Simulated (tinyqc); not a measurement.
# Two-junction solar cell, detailed-balance limit: several studies

The top cell takes all photons above E1, the bottom cell those between E2 and E1. Each cell follows J = Jsc - J0 (exp(V/Vt) - 1) with J0 = q ge Phi(gap, T)/ERE; light emitted by one cell and absorbed by the other is left out. In series both carry one current; wired apart (four terminals) each works at its own maximum power point. Efficiencies are counted against Pin = fs X sigma Ts^4.

Parameters, values chosen for the exercise: cell temperature T = 298 K; temperature of the black-body sun Ts = 4500 K; share of the hemisphere filled by the sun fs = 2.16e-5; concentration X = 1; external radiative efficiency ERE = 0.1; number of faces that emit ge = 1; gap of the bottom cell E2 = 1.01 eV; gap of the top cell E1 = 1.48 eV.

Constants: q = 1.602176634e-19 C, kB = 1.380649e-23 J/K, h = 6.62607015e-34 J s, c = 299792458 m/s, Vt = kB T/q. Results are converted to the units shown.

Each table varies one quantity; the others keep the values above.

## Effect of the external radiative efficiency

Photon flux above E from a black body at temperature T into a hemisphere: Phi(E, T) = A sum_k exp(-k E/th)[E^2 th/k + 2 E th^2/k^2 + 2 th^3/k^3], k = 1, 2, ..., with th = kB T/q in eV and A = 2 pi q^3/(h^3 c^2). J1 = q fs X Phi(E1, Ts), J2 = q fs X [Phi(E2, Ts) - Phi(E1, Ts)], J01 and J02 as above; sigma = 2 pi^5 kB^4/(15 h^3 c^2). In series V(J) = Vt [ln((J1 - J)/J01 + 1) + ln((J2 - J)/J02 + 1)], and J V(J) is largest where V = J Vt [1/(J1 - J + J01) + 1/(J2 - J + J02)]. Apart, each cell has (1 + v) exp(v) = 1 + Jsc/J0 at its maximum power point, v = Vmp/Vt.

The same in every row: J1 (mA/cm^2) = 10.712; J2 (mA/cm^2) = 10.486.

Results:
```
ERE,series efficiency (%),four-terminal efficiency (%)
1e-5,23.640,23.845
0.0001,26.029,26.228
0.01,30.829,31.026
0.1,33.238,33.436
1,35.652,35.853
```

Estimate the missing row, ERE = 0.001.

Computed row:
```
ERE,series efficiency (%),four-terminal efficiency (%)
0.001,28.426,28.622
```

With this row back in the table: As ERE goes from 1e-5 to 1, the series efficiency rises from 23.6 to 35.7 %, and the four-terminal one rises from 23.8 to 35.9 %. Among the rows the two lie closest, 0.20 points apart, at ERE = 0.01, where J1/J2 = 1.02; the spread over the rows is 12.0 points in series and 12.0 apart.

## Effect of the gap of the top cell

Same model as above.

Result of one run:
```
E1 (eV),J1 (mA/cm^2),J2 (mA/cm^2),series efficiency (%),four-terminal efficiency (%)
1.2,16.326,4.8715,13.491,29.967
```

What becomes of these results when the gap of the top cell E1 is changed from 1.2 to 1.43 eV, all else the same?

Result of the changed run:
```
E1 (eV),J1 (mA/cm^2),J2 (mA/cm^2),series efficiency (%),four-terminal efficiency (%)
1.43,11.582,9.6156,30.304,33.113
```

The whole series:
```
E1 (eV),J1 (mA/cm^2),J2 (mA/cm^2),series efficiency (%),four-terminal efficiency (%)
1.2,16.326,4.8715,13.491,29.967
1.31,13.901,7.2962,21.664,31.847
1.43,11.582,9.6156,30.304,33.113
1.54,9.7390,11.459,32.666,33.691
1.65,8.1465,13.051,29.359,33.840
1.77,6.6680,14.530,25.644,33.640
1.88,5.5241,15.674,22.423,33.224
1.99,4.5578,16.640,19.457,32.663
```

As E1 goes from 1.2 to 1.99 eV, the series efficiency goes from 13.5 through a maximum of 32.7 (at E1 = 1.54 eV among the rows listed) to 19.5 %, and the four-terminal one goes from 30.0 through a maximum of 33.8 (at E1 = 1.65 eV among the rows listed) to 32.7 %. Among the rows the two lie closest, 1.0 points apart, at E1 = 1.54 eV, where J1/J2 = 0.850; the spread over the rows is 19.2 points in series and 3.87 apart. Current matching makes the series cell the more sensitive one. For E1 = 1.2 to 1.43 eV the top cell has surplus current and is radiative, so luminescent coupling, left out here, would help the series cell.

## Effect of the concentration

Same model as above.

Effect of the concentration:
```
X,J1 (mA/cm^2),J2 (mA/cm^2),series efficiency (%),four-terminal efficiency (%)
1,10.712,10.486,33.238,33.436
3,32.136,31.457,34.389,34.589
10,107.12,104.86,35.652,35.853
30,321.36,314.57,36.805,37.009
100,1071.2,1048.6,38.069,38.276
300,3213.6,3145.7,39.224,39.433
1000,10712,10486,40.490,40.703
```

What does the comparison show?

As X goes from 1 to 1000, the series efficiency rises from 33.2 to 40.5 %, and the four-terminal one rises from 33.4 to 40.7 %. Among the rows the two lie closest, 0.20 points apart, at X = 1, where J1/J2 = 1.02; the spread over the rows is 7.25 points in series and 7.27 apart.

Numbers from tinyqc (`OMP_NUM_THREADS=1 python tinyqc.py 2820126 2820127 out.jsonl`; about 0.01 s on one thread of a shared Intel Xeon 2.30GHz).
